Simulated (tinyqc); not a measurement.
One-electron ion in a basis of Gaussians, step by step. Computed by tinyqc, a small Python program that keeps every step. Settings: Z = 6, l = 0. Command: `OMP_NUM_THREADS=1 python tinyqc.py 26766 26767 out.jsonl` (the two numbers bound the seeds that draw the settings). One thread of a shared host (Intel(R) Xeon(R) Processor @ 2.60GHz), about 0.01 s of CPU time with the checks.

## Matrices over normalised Gaussians

exponents of r^l exp(-a r^2) (1/bohr^2): 2.366000  8.616000  31.380000

Z = 6

l = 0

With p = a_i + a_j and I(k) = Gamma((k+1)/2) / (2 p^((k+1)/2)): S = I(2l+2), T = (2l+3) a_i a_j S / p, V = -Z I(2l+1), each divided by sqrt(S_ii S_jj).

S, lower triangle:
```
          1         2         3
1  1.000000
2  0.745612  1.000000
3  0.364932  0.745571  1.000000
```

T (hartree), lower triangle:
```
          1          2          3
1  3.549000
2  4.152154  12.924000
3  2.408679  15.120023  47.070000
```

V (hartree), lower triangle:
```
            1           2           3
1  -14.727488
2  -16.728623  -28.104389
3  -14.352573  -31.923001  -53.634937
```

## Generalised eigenproblem

H = T + V (hartree), lower triangle:
```
            1           2          3
1  -11.178488
2  -12.576469  -15.180389
3  -11.943894  -16.802978  -6.564937
```

Solve H C = S C e through S^(-1/2); each column has its largest component positive (the first on a tie).

eigenvalues of S: 0.112369  0.635068  2.252563

eigenvalues (hartree): -17.366173  -2.129281  33.315961

coefficients:
```
          1          2          3
1  0.265437   1.414167  -0.832194
2  0.534037  -0.986921   2.033044
3  0.328388  -0.174800  -1.619906
```

For Z = 6 and l = 0 the exact lowest level is -Z^2/(2 n^2) with n = l + 1: -18.000000 hartree.
